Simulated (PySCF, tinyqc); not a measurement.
RHF in the sto-3g basis, for H3-, spin multiplicity 1, step by step. The basis has no diffuse functions, so it cannot describe the extra electron: this is an exercise in the method, not the real anion. The lowest restricted solution is unstable here: a spin-polarised one lies 0.1447 hartree lower (PySCF). One step of it, computed by the program tinyqc.

Problem. Iteration 2: building the Fock matrix. J_ij = sum D_kl (ij|kl), K_ij = sum D_kl (ik|jl); F = H + J - 0.5 K; E = tr D H + tr D J / 2 - 0.25 tr D K + E_nn.

D after iteration 1:
```
           1H 1s      2H 1s      3H 1s
1H 1s   1.206619   1.206619  -1.532279
2H 1s   1.206619   1.206619  -1.532279
3H 1s  -1.532279  -1.532279   3.945832
```

core Hamiltonian H = T + V (hartree):
```
           1H 1s      2H 1s      3H 1s
1H 1s  -1.727119  -1.337948  -1.337686
2H 1s  -1.337948  -1.727119  -1.337686
3H 1s  -1.337686  -1.337686  -1.726995
```

Two-electron integrals (ij|kl) in chemists' order, unique and non-zero (hartree):
```
(11|11) 0.774606   (21|11) 0.423149   (21|21) 0.273082   (22|11) 0.555793
(22|21) 0.423149   (22|22) 0.774606   (31|11) 0.423037   (31|21) 0.253855
(31|22) 0.362899   (31|31) 0.272956   (32|11) 0.362899   (32|21) 0.253855
(32|22) 0.423037   (32|31) 0.253806   (32|32) 0.272956   (33|11) 0.555718
(33|21) 0.362943   (33|22) 0.555718   (33|31) 0.423037   (33|32) 0.423037
(33|33) 0.774606
```

nuclear repulsion = 2.04017750 hartree

Give: Coulomb J; exchange K; Fock matrix F; total energy of this density.

Solution.

Coulomb J (hartree):
```
       1H 1s  2H 1s  3H 1s
1H 1s  2.411  1.556  1.616
2H 1s  1.556  2.411  1.616
3H 1s  1.616  1.616  2.681
```

exchange K (hartree):
```
       1H 1s  2H 1s  3H 1s
1H 1s  1.288  1.133  1.015
2H 1s  1.133  1.288  1.015
3H 1s  1.015  1.015  1.735
```

Fock matrix F (hartree):
```
        1H 1s   2H 1s   3H 1s
1H 1s   0.040  -0.348  -0.229
2H 1s  -0.348   0.040  -0.229
3H 1s  -0.229  -0.229   0.086
```

total energy of this density = -0.46476 hartree
